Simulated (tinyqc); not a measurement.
## p-n diode with diffusion and depletion-layer recombination: effect of the temperature

Abrupt junction in the depletion approximation, low injection, full ionisation, neutral widths fixed, ohmic contact on the p side. Vj is the junction voltage; where a series resistance Rs is given, V = Vj + J Rs is the terminal voltage.

Nc and Nv are given at 400 K and scale as (T/400 K)^1.5; Eg, mobilities and lifetimes are held fixed. ni = sqrt(Nc Nv) exp(-Eg/(2 Vt)), Eg in volts; D = mu Vt; Ln = sqrt(Dn tn), Lp = sqrt(Dp tp); J0n = q ni^2 Dn coth(wp/Ln)/(Ln Na); J0p = (q ni^2 Dp/(Lp Nd)) (s + tanh(wn/Lp))/(1 + s tanh(wn/Lp)), s = Sp Lp/Dp. J_diff = (J0n + J0p)(exp(Vj/Vt) - 1). Vbi = Vt ln(Na Nd/ni^2), W = sqrt(2 eps0 eps_r (Vbi - Vj)(1/Na + 1/Nd)/q), xp = W Nd/(Na + Nd), xn = W Na/(Na + Nd); u(x) = q Na (x + xp)^2/(2 eps0 eps_r) for x < 0 and Vbi - Vj - q Nd (xn - x)^2/(2 eps0 eps_r) for x > 0; p = Na exp(-u/Vt), n = Nd exp((u - Vbi + Vj)/Vt); U = ni^2 (exp(Vj/Vt) - 1)/(tp (n + ni exp(Et/Vt)) + tn (p + ni exp(-Et/Vt))); J_scr = q times the integral of U from -xp to xn. J = J_diff + J_scr.

Parameters, values chosen for the exercise; band and dielectric values those of a made-up semiconductor: band gap Eg = 2.89 eV; relative permittivity eps_r = 10.1; conduction-band density of states at the reference temperature Nc = 2.49e19 cm^-3; valence-band density of states at the reference temperature Nv = 3.51e19 cm^-3; acceptor density Na = 6.7e17 cm^-3; donor density Nd = 1.2e17 cm^-3; electron mobility in the p side mun = 280 cm^2/(V s); hole mobility in the n side mup = 55 cm^2/(V s); electron lifetime tn = 2e-8 s; hole lifetime tp = 2e-7 s; neutral width of the p side wp = 0.5 um; neutral width of the n side wn = 29 um; recombination velocity at the n contact Sp = 1e7 cm/s; trap level above the intrinsic level Et = 0.05 eV; junction voltage at which recombination is evaluated Vj = 1.58 V.

Constants: q = 1.602176634e-19 C, kB = 1.380649e-23 J/K, Vt = kB T/q, eps0 = 8.8541878128e-14 F/cm where lengths are in cm. Results are converted to the units shown.

Effect of the temperature:
```
T (K)  J0n (A/cm^2)  J0p (A/cm^2)  J_diff (A/cm^2)  J_scr (A/cm^2)  J_scr/J (%)  wn/Lp
220       2.324e-60     2.769e-61        4.073e-24       5.657e-15        100.0  6.350
260       6.938e-50     7.613e-51        3.257e-19       1.775e-12        100.0  5.842
300       3.619e-42     3.701e-43        1.392e-15       1.273e-10        100.0  5.438
340       3.073e-36     2.953e-37        8.862e-13        3.492e-9        99.97  5.108
380       1.548e-31     1.408e-32        1.522e-10        4.948e-8        99.69  4.832
420       1.032e-27     8.937e-29         1.021e-8        4.362e-7        97.71  4.596
460       1.539e-24     1.274e-25         3.406e-7        2.704e-6        88.81  4.392
```

As T goes from 220 to 460, J0p rises from 2.77e-61 to 1.27e-25 A/cm^2, J_scr rises from 5.66e-15 to 2.70e-6 A/cm^2 and its share falls from 100 to 88.8 %. Activation energies -d ln J/d(1/kB T) over the table: 1.42 eV for J_diff (compare Eg - Vj = 1.31 eV, raised by the power-law prefactors) and 0.726 eV for J_scr.

Computed by the program tinyqc: `OMP_NUM_THREADS=1 python tinyqc.py 2260009 2260010 out.jsonl`, one thread of a shared Intel Xeon 2.30GHz, about 0.01 s for the whole run.
